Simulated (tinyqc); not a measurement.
Permeation of metal atoms or ions through a thin barrier or dielectric: time lag, field-aided drift and lifetime. Changing the critical dose Q_c. Computed by tinyqc, a small Python program. Command: `OMP_NUM_THREADS=1 python tinyqc.py 3009687 3009688 out.jsonl barrier sweep`. One thread of a shared host (Intel(R) Xeon(R) Processor @ 2.30GHz), about 0.02 s of CPU time with the checks.

The film 0 < x < d is empty at first; C = C0 at x = 0 and C = 0 at x = d. dC/dt = D d2C/dx2 - v dC/dx with drift v = D z e V/(k_B T d) (uniform field, no space charge).

Inputs (values chosen for the exercise, for a model case: singly charged ions through a dielectric):
```
quantity                                   value    unit
thickness d                                   14      nm
prefactor D0                                0.77  cm^2/s
activation energy E                         1.11      eV
concentration at the source side C0      1.3e+15  1/cm^3
charge number z                                1       -
voltage V (positive drives ions across)   -0.049       V
test temperature T                           100       C
use temperature T_u                          100       C
```

Constants: k_B = 8.617333262e-05 eV/K.

Method:
- D = D0 exp(-E/(k_B T)); time scale d^2/D; Peclet number P = z V/(k_B T), k_B T in eV; 1 nm = 1e-7 cm.
- Temperatures in kelvin are T(C) + 273.15.
- Steady flux J = (D C0/d) P/(1 - exp(-P)); time lag in units of d^2/D: s_L = [P (1 + exp(-P))/(1 - exp(-P)) - 2]/P^2 (P = 0: J = D C0/d, s_L = 1/6).
- Dose through the film Q(s) = C0 d {f (s - s_L) - 2 exp(P/2) sum_(n=1..200) (-1)^n n^2 pi^2 exp(-l_n s)/l_n^2}, l_n = n^2 pi^2 + P^2/4, f = P/(1 - exp(-P)) the relative flux.
- Solve Q = Q_c for s. At the use temperature D and P take T_u, with the same C0 and V; 1 year = 3.15576e7 s.

One run for each value:
```
critical dose Q_c (1/cm^2)  failure time at T (s)  s at the critical dose  failure time at T_u (years)
4.00e+04                                9.757e+01               3.907e-02                    3.092e-06
4.00e+05                                1.374e+02               5.503e-02                    4.355e-06
4.00e+06                                2.206e+02               8.832e-02                    6.989e-06
4.00e+07                                4.570e+02               1.830e-01                    1.448e-05
4.00e+08                                1.694e+03               6.781e-01                    5.366e-05
4.00e+09                                1.333e+04               5.338e+00                    4.224e-04
4.00e+10                                1.297e+05               5.194e+01                    4.110e-03
```

Over the rows, failure time at T (s) rises from 97.6 to 130000 (exponent d ln y / d ln x 0.15 between the first rows and 0.99 between the last); s at the critical dose rises from 0.0391 to 51.9 (exponent d ln y / d ln x 0.15 between the first rows and 0.99 between the last); failure time at T_u (years) rises from 3.09e-6 to 0.00411 (exponent d ln y / d ln x 0.15 between the first rows and 0.99 between the last). At the high end the exponent of failure time at T is 0.99, close to 1: steady flow.

Caution (all rows): grain boundaries, pinholes, trapping and space charge are left out; thin real barriers usually fail at defects.
